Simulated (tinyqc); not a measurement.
# Depletion-mode phase shifter in a rib waveguide and its Mach-Zehnder modulator, step by step

Program tinyqc, `OMP_NUM_THREADS=1 python tinyqc.py 2650020 2650021 out.jsonl`; Intel Xeon 2.30GHz, shared host, one thread, about 0.01 s. Printed values are rounded.

A lateral p-n junction at x0 in a waveguide whose mode intensity is a Gaussian of rms width s about x = 0; p side at smaller x. Reverse bias removes carriers and raises the index. Abrupt junction, doping uniform over the whole mode, lumped electrode (no travelling-wave effects).

Parameters, values chosen for the exercise; values close to those of silicon near 1550 nm: wavelength lam = 1530 nm; relative permittivity of the semiconductor eps_r = 11.7; acceptor density Na = 2.1e17 cm^-3; donor density Nd = 3.9e17 cm^-3; built-in voltage Vb = 0.87 V; rms width of the lateral mode intensity s = 150 nm; junction offset towards the n side x0 = 60 nm; vertical confinement times ng/n G = 0.94; rib height hr = 310 nm; fringe capacitance Cf = 27 pF/m; series resistance Rs = 6.7 ohm mm; length of the phase shifter L = 1.5 mm; reverse bias V = 2 V; passive loss a0 = 1.2 dB/cm.

Constants: q = 1.602176634e-19 C, eps0 = 8.8541878128e-14 F/cm where lengths are in cm. Results are converted to the units shown.

## Index and absorption of the doped regions

Free-carrier changes (empirical, N and P in cm^-3): |dn| = 8.5e-18 P^0.8 for holes, 8.8e-22 N for electrons; absorption 6e-18 P and 8.5e-18 N in 1/cm.

dn_h = 6.12625e-4
dn_e = 0.0003432
a_h = 1.26 1/cm
a_e = 3.315 1/cm

Index change per unit absorption: holes 4.86 um, electrons 1.04 um, a ratio of 4.70.

## Depletion edges and mode overlap

W = sqrt(2 eps0 eps_r (Vb + V)(1/Na + 1/Nd)/q); edges xp = x0 - W Nd/(Na + Nd), xn = x0 + W Na/(Na + Nd); F(x) = [1 + erf(x/(sqrt(2) s))]/2.

W at 0 and at V (nm): 90.7863  164.893

```
edge   edge (nm)         F
xp(0)   0.988894  0.502630
xn(0)    91.7752  0.729676
xp(V)   -47.1803  0.376557
xn(V)    117.712  0.783700
```

## Index shift, efficiency, loss and bandwidth

dneff = G {dn_h [F(xp(0)) - F(xp(V))] + dn_e [F(xn(V)) - F(xn(0))]}; VpiL = lam V/(2 dneff); loss = a0 + 4.343 G {a_h F(xp) + a_e [1 - F(xn)]} dB/cm at V; C = eps0 eps_r hr/W + Cf; fRC = 1/(2 pi Rs C).

dneff = 9.00296e-5
VpiL = 1.69944 V cm
loss = 6.06419 dB/cm
C = 221.758 pF/m
fRC = 107.119 GHz

The product VpiL x loss is 10.3 V dB.

## Mach-Zehnder modulator

One arm driven from 0 to V: phase 2 pi dneff L/lam; biased at quadrature the output swings between [1 -+ sin(phase/2)]/2; extinction ratio in dB; insertion loss = loss x L.

phase = 0.176529 pi
extinction ratio = 2.43999 dB
insertion loss = 0.909629 dB
